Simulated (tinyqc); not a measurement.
Choosing the offset: vacuum evaporation: vapour pressure, source flux, thickness distribution, purity and step coverage. Computed by tinyqc, a small Python program. Command: `OMP_NUM_THREADS=1 python tinyqc.py 3113953 3113954 out.jsonl evap walk`. One thread of a shared host (Intel(R) Xeon(R) Processor @ 2.30GHz), about 0.01 s of CPU time with the checks.

Molecular flow, unit sticking of the metal, no re-evaporation. The background gas is taken as water vapour (18.015 g/mol, collision diameter 0.37 nm) at 300 K.

Inputs (values chosen for the exercise, modelled on aluminium, with constants for the liquid): directionality n = 4; source-to-wafer distance h = 32 cm; wafer radius R = 5 cm.

Method. Rotating wafer, source offset by s and facing upwards: thickness at radius r is the mean over the angle a of (1 + (r^2 + s^2 - 2 r s cos a)/h^2)^(-(n + 3)/2), by 360 equal steps; non-uniformity (max - min)/(max + min) over 21 radii from 0 to R. The curvature at the centre vanishes at s/h = sqrt(2/(n + 3)).

Against the offset:
```
s/h  centre thickness  edge over centre  non-uniformity (%)
0.0            1.0000            0.9190              4.2186
0.2            0.8717            0.9346              3.3800
0.4            0.5948            0.9715              1.4454
0.5            0.4579            0.9918              0.4135
0.6            0.3409            1.0104              0.5156
0.7            0.2477            1.0261              1.2868
0.8            0.1770            1.0384              1.8829
0.9            0.1254            1.0473              2.3125
1.1            0.0623            1.0569              2.7664
```

The best row, s/h = 0.5, has 0.41 % against 4.2 % on the axis, at the price of a rate lower by a factor 2.18; the small-wafer optimum is sqrt(2/(n + 3)) = 0.53.

Extremes, crossings and ranges named in words are read from the listed rows.
